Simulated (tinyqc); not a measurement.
# Ferroelectric hysteresis, discrete Preisach model: First-order reversal: partial erase after a full write

25 bistable elements (j, k) switch to +1 when V reaches u_j and to -1 when V falls to -u_k, and keep their state between. P = Ps sum w_jk s_jk. All elements start at -1. No time dependence and no dielectric part.

w_jk is proportional to exp[-(a_j^2 + a_k^2 - 2 cr a_j a_k)/(2 (1 - cr^2))], a_j = (u_j - Vc)/sg, and the weights sum to one. Sequence: +2.5 V, then -Vr (state P1), then +Vr (state P2), then -Vr again (P3).

Inputs (values chosen for the exercise):
```
symbol                           value     unit                              meaning
Ps                                  25  uC/cm^2              saturation polarisation
Vc                                   1        V                mean coercive voltage
sg                                0.35        V     spread of the switching voltages
up      [0.25, 0.75, 1.25, 1.75, 2.25]        V                      list of the u_j
cr                                 0.8           correlation of up and down voltages
```

First-order reversal: partial erase after a full write:

| Vr (V) | P1 (uC/cm^2) | P2 (uC/cm^2) | P3 (uC/cm^2) |
|---|---|---|---|
| 0 | 25.00 | 25.00 | 25.00 |
| 0.5 | 22.32 | 24.35 | 22.32 |
| 1 | 0.03 | 22.97 | 0.03 |
| 1.5 | -22.25 | 24.35 | -22.25 |
| 2 | -24.96 | 24.98 | -24.96 |
| 2.5 | -25.00 | 25.00 | -25.00 |

P1 falls from 25.0 to -25.0 uC/cm^2; the largest single drop, 22.3 uC/cm^2, comes between Vr = 1 and 1.5 V. P3 equals P1 in every row: a minor loop closes on itself (return-point memory). The height P2 - P1 of the minor loop goes from 2.03 uC/cm^2 at Vr = 0.5 V to 50.0 at full amplitude.

tinyqc, about 0.01 s, one thread, Intel Xeon 2.30GHz (shared host): `OMP_NUM_THREADS=1 python tinyqc.py 2860044 2860045 out.jsonl`
